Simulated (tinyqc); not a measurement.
# Worked calculation: one-sided p+-n junction, ionisation integral and breakdown

Computed by the program tinyqc: `OMP_NUM_THREADS=1 python tinyqc.py 2120027 2120028 out.jsonl`, one thread of a shared Intel Xeon 2.30GHz, about 0.03 s for the whole run. Printed values are rounded.

A p+ layer at x < 0 and an n drift layer from x = 0. Depletion approximation, built-in voltage neglected. Local ionisation coefficients alpha_n = an exp(-(bn/E)^mx), alpha_p = ap exp(-(bp/E)^mx). Electrons move towards +x, holes towards x = 0.

Parameters, values chosen for the exercise; material values close to those of silicon:
```
symbol,value,unit,meaning
eps_r,11.9,,relative permittivity
an,7.37e5,1/cm,prefactor of the electron ionisation coefficient
bn,1.18e6,V/cm,field constant for electrons
ap,1.6e6,1/cm,prefactor of the hole ionisation coefficient
bp,2.03e6,V/cm,field constant for holes
mx,1,,exponent
N,1.6e16,cm^-3,donor density of the drift layer
V,32.1,V,reverse voltage
fr,0.4,,share of the depleted width that the grid covers
```

Constants: q = 1.602176634e-19 C, eps0 = 8.8541878128e-14 F/cm where lengths are in cm. Results are converted to the units shown.

## Field and ionisation coefficients on a grid

W = sqrt(2 eps0 eps_r V/(q N)), peak field E0 = q N W/(eps0 eps_r), falling linearly to 0 at W. Grid: 11 equal steps from 0 to fr W.

W = 1.62443 um

```
point    x (um)  E (kV/cm)  alpha_n (1/cm)  alpha_p (1/cm)
0      0.000000    395.216         37221.3         9405.84
1      0.059070    380.845         33255.3         7748.53
2      0.118140    366.473         29450.4         6286.94
3      0.177210    352.102         25823.5         5014.74
4      0.236280    337.730         22391.4         3923.74
5      0.295350    323.359         19170.8         3003.87
6      0.354420    308.987         16178.1         2243.21
7      0.413490    294.616         13428.4         1628.12
8      0.472561    280.244         10935.1         1143.48
9      0.531631    265.873         8709.16         773.004
10     0.590701    251.501         6758.24         499.689
11     0.649771    237.130         5085.58         306.372
```

## Ionisation integrals by the trapezoid rule

G(x) = integral from 0 to x of (alpha_n - alpha_p); I_n = integral of alpha_n exp(-G) (electrons injected at x = 0), I_p = integral of alpha_p exp(G(end) - G) (holes injected at the far edge); M = 1/(1 - I). All integrals by the trapezoid rule on the grid.

```
point        G  alpha_n exp(-G) (1e4 1/cm)
0      0.00000                     3.72213
1      0.15749                     2.84096
2      0.30123                     2.17905
3      0.43111                     1.67798
4      0.54711                     1.29561
5      0.64940                     1.00140
6      0.73831                     0.77319
7      0.81432                     0.59480
8      0.87809                     0.45444
9      0.93045                     0.34347
10     0.97237                     0.25559
11     1.00497                     0.18616
```

I_n = 0.789803
I_p = 0.417793
M_n = 4.75745
M_p = 1.71760

A grid of 1500 steps over the whole width gives I_n = 0.8111 and I_p = 0.4465; the coarse I_n is 2.6 % below and the coarse I_p 6.4 % below those values. Electrons multiply more: on this coarse grid M - 1 is 5.24 times as large for them.

## Breakdown voltage by secant steps

G(x) = integral from 0 to x of (alpha_n - alpha_p); I_n = integral of alpha_n exp(-G) (electrons injected at x = 0), I_p = integral of alpha_p exp(G(end) - G) (holes injected at the far edge); M = 1/(1 - I). Secant steps on ln I_n(V) = 0 with the integrals on a fine grid (1500 steps), from the points V = 29.3 and 35 V; stop when the step is below 1e-7 of V.

Course of the iteration:
```
step    V (V)       I_n  change of V (V)
1          35  0.915151             1.93
2     36.9296  0.980291            0.559
3     37.4882  0.998540           0.0442
4     37.5325  0.999974          8.02e-4
5     37.5333   1.00000          1.07e-6
```

Breakdown at 37.533 V, with a peak field of 427.4 kV/cm and W = 1.757 um. The integral for holes reaches 1 at the same voltage.
